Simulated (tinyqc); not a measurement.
# Superjunction drift layer against a plain one, charge balance: several studies

Alternating n and p pillars of equal width wp, doping N and length Lp. When depleted, the lateral field peaks at Ex = q N wp/(2 eps0 eps_r) at the pillar junctions and a uniform vertical field Ey is added; breakdown is taken where Ex^2 + Ey^2 = Ef^2. Only the n pillars conduct, narrowed by the zero-bias depletion. A first-order model: the field peaks at the pillar ends are left out.

Values chosen for this exercise; values close to those of silicon:
```
symbol,value,unit,meaning
eps_r,12,,relative permittivity of the semiconductor
E16,0.397,MV/cm,critical field at a doping of 1e16 cm^-3
mx,1360,cm^2/(V s),mobility at low doping
mi,89.3,cm^2/(V s),mobility at high doping
Nr,1.3e17,cm^-3,reference doping of the mobility
BV,660,V,wanted breakdown voltage
wp,3,um,width of each pillar
Ef,0.3,MV/cm,critical field inside the pillars
a,0.5,,lateral peak field as a share of Ef
Vb,0.8,V,built-in voltage of the pillar junctions
dl,7.4,%,charge imbalance (Nn - Np)/N
```

Constants: q = 1.602176634e-19 C, eps0 = 8.8541878128e-14 F/cm where lengths are in cm. Results are converted to the units shown.

Each table varies one quantity; the others keep the values above.

## Effect of the lateral peak field as a share of Ef

Ec(N) = E16 (N/1e16 cm^-3)^(1/8), mu(N) = mi + (mx - mi)/(1 + (N/Nr)^0.9). Plain drift layer for BV: N solves BV = eps0 eps_r Ec(N)^2/(2 q N), W = 2 BV/Ec, Rsp = W/(q mu N). Ex = a Ef gives N = 2 eps0 eps_r a Ef/(q wp); Ey = Ef sqrt(1 - a^2); Lp = BV/Ey; xd = sqrt(eps0 eps_r Vb/(q N)) on each side; Rsp = 2 Lp/(q mu(N) N (1 - 2 xd/wp)). An imbalance dl leaves the mean net doping |dl| N/2, which tilts the vertical field by s = q |dl| N/(2 eps0 eps_r): BV(dl) = Ey Lp - s Lp^2/2, or Ey^2/(2 s) if the field reaches zero inside the pillar.

The same in every row: Rsp, plain (mohm cm^2) = 68.79.

Effect of the lateral peak field as a share of Ef:

| a | N (cm^-3) | Lp (um) | Rsp, pillars (mohm cm^2) | BV(dl) (V) |
|---|---|---|---|---|
| 0.3 | 3.979e15 | 23.06 | 7.316 | 601.0 |
| 0.39 | 5.173e15 | 23.89 | 5.666 | 577.6 |
| 0.48 | 6.366e15 | 25.08 | 4.753 | 548.3 |
| 0.57 | 7.560e15 | 26.78 | 4.232 | 508.8 |
| 0.66 | 8.754e15 | 29.28 | 3.974 | 450.6 |
| 0.75 | 9.947e15 | 33.26 | 3.961 | 353.0 |
| 0.84 | 1.114e16 | 40.55 | 4.306 | 213.1 |
| 0.93 | 1.233e16 | 59.85 | 5.744 | 88.34 |

Read the table: what changes, and by how much?

As a goes from 0.3 to 0.93, Rsp of the pillars goes from 7.32 through a minimum of 3.96 (at a = 0.75 among the rows listed) to 5.74 mohm cm^2 and BV with the imbalance falls from 601 to 88.3 V. With constant mobility and no depleted edge the minimum of Rsp lies at a = 0.707; a smaller a gives up a little resistance for tolerance.

## Effect of the width of each pillar

Same model as above.

The same in every row: Lp (um) = 25.40; Rsp, plain (mohm cm^2) = 68.79.

Result of one run:

| wp (um) | N (cm^-3) | Rsp, pillars (mohm cm^2) | BV(dl) (V) |
|---|---|---|---|
| 3.6 | 5.526e15 | 5.373 | 560.5 |

What becomes of these results when the width of each pillar wp is changed from 3.6 to 0.93 um, all else the same?

Result of the changed run:

| wp (um) | N (cm^-3) | Rsp, pillars (mohm cm^2) | BV(dl) (V) |
|---|---|---|---|
| 0.93 | 2.139e16 | 1.948 | 282.8 |

The whole series:

| wp (um) | N (cm^-3) | Rsp, pillars (mohm cm^2) | BV(dl) (V) |
|---|---|---|---|
| 0.38 | 5.235e16 | 1.327 | 115.5 |
| 0.59 | 3.372e16 | 1.530 | 179.4 |
| 0.93 | 2.139e16 | 1.948 | 282.8 |
| 1.5 | 1.326e16 | 2.682 | 421.2 |
| 2.3 | 8.650e15 | 3.714 | 504.3 |
| 3.6 | 5.526e15 | 5.373 | 560.5 |
| 5.7 | 3.490e15 | 8.017 | 597.2 |
| 9 | 2.211e15 | 12.12 | 620.2 |

As wp goes from 0.38 to 9 um, Rsp of the pillars rises from 1.33 to 12.1 mohm cm^2 and BV with the imbalance rises from 116 to 620 V. Narrow pillars allow more doping and so less resistance, but the same relative imbalance then leaves more net charge. For wp = 0.38 to 0.59 um the aspect ratio passes 30, which is hard to make. At wp = 9 um the aspect ratio Lp/wp is under 3, where a pillar model without end effects fails. For wp = 0.38 to 0.59 um the zero-bias depletion takes over 40 % of the pillar, and the on-state voltage would narrow it further.

## Effect of the wanted breakdown voltage

Same model as above.

The same in every row: N (cm^-3) = 6.632e15.

Result of one run:

| BV (V) | Lp (um) | Rsp, pillars (mohm cm^2) | Rsp, plain (mohm cm^2) | BV(dl) (V) |
|---|---|---|---|---|
| 390 | 15.01 | 2.724 | 18.54 | 348.3 |

What becomes of these results when the wanted breakdown voltage BV is changed from 390 to 590 V, all else the same?

Result of the changed run:

| BV (V) | Lp (um) | Rsp, pillars (mohm cm^2) | Rsp, plain (mohm cm^2) | BV(dl) (V) |
|---|---|---|---|---|
| 590 | 22.71 | 4.121 | 52.01 | 494.6 |

The whole series:

| BV (V) | Lp (um) | Rsp, pillars (mohm cm^2) | Rsp, plain (mohm cm^2) | BV(dl) (V) |
|---|---|---|---|---|
| 75 | 2.887 | 0.5239 | 0.3160 | 73.46 |
| 110 | 4.234 | 0.7683 | 0.8061 | 106.7 |
| 170 | 6.543 | 1.187 | 2.358 | 162.1 |
| 260 | 10.01 | 1.816 | 6.761 | 241.5 |
| 390 | 15.01 | 2.724 | 18.54 | 348.3 |
| 590 | 22.71 | 4.121 | 52.01 | 494.6 |
| 890 | 34.26 | 6.216 | 145.1 | 672.9 |
| 1400 | 53.89 | 9.779 | 449.6 | 862.8 |

As BV goes from 75 to 1400 V, Rsp of the pillars rises from 0.524 to 9.78 mohm cm^2 and BV with the imbalance rises from 73.5 to 863 V. Rsp goes as BV^(1.00) for the pillars and BV^(2.48) for the plain layer; the pillars win in 7 of the 8 rows. For BV = 75 to 170 V the aspect ratio Lp/wp is under 3, where a pillar model without end effects fails.

tinyqc, about 0.01 s, one thread, Intel Xeon 2.30GHz (shared host): `OMP_NUM_THREADS=1 python tinyqc.py 2590031 2590032 out.jsonl`
